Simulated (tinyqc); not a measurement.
Read current of a NAND string, cells in series solved by shooting: one step of the calculation.

Cells in series, numbered from 0 at the source line (0 V) to the bit line, each followed by a gap resistance Rg. A cell with gate Vg, threshold VT, source Vs and drain Vd passes I = 2 nf K Vt^2 [F(Vs) - F(Vd)]/(1 + th max(Vg - VT, 0)), F(V) = ln^2(1 + exp((Vg - VT - nf V)/(2 nf Vt))). The selected cell has Vg = Vr, the others Vg = Vp.

Task. Node voltages for a trial current. For a trial current I start at 0 V and, cell by cell (the selected one is cell 3), solve for the drain: sqrt(F(Vd)) = sqrt(F(Vs) - I/k), k = 2 nf K Vt^2/(1 + th max(Vg - VT, 0)), Vd = [Vg - VT - 2 nf Vt ln(exp(sqrt F) - 1)]/nf, then add I Rg.

Values chosen for this exercise; values of the order met in vertical NAND strings: temperature T = 300 K; gain factor of a cell K = 3.4 uA/V^2; slope factor nf = 1.3; mobility reduction factor th = 0.11 1/V; resistance of the gap between cells Rg = 1.3 kohm; bit-line voltage Vbl = 0.3 V; pass voltage Vp = 6.8 V; read voltage on the selected word line Vr = 3.34 V.

Constants: q = 1.602176634e-19 C, kB = 1.380649e-23 J/K, Vt = kB T/q. Results are converted to the units shown.

second trial current = 0.33 uA
thresholds from the source end, cell 0 to 4 (V): [3.3, 3.3, -2.3, 2.2, 3.3]

Give: node voltage after each cell and gap, trial 2.

Result.

node voltage after each cell and gap, trial 2, cell 0 to 4 (V): [0.039114, 0.078808, 0.10086, 0.21839, 0.26097]

tinyqc, about 0.3 s, one thread, Intel Xeon 2.30GHz (shared host): `OMP_NUM_THREADS=1 python tinyqc.py 2142018 2142019 out.jsonl`
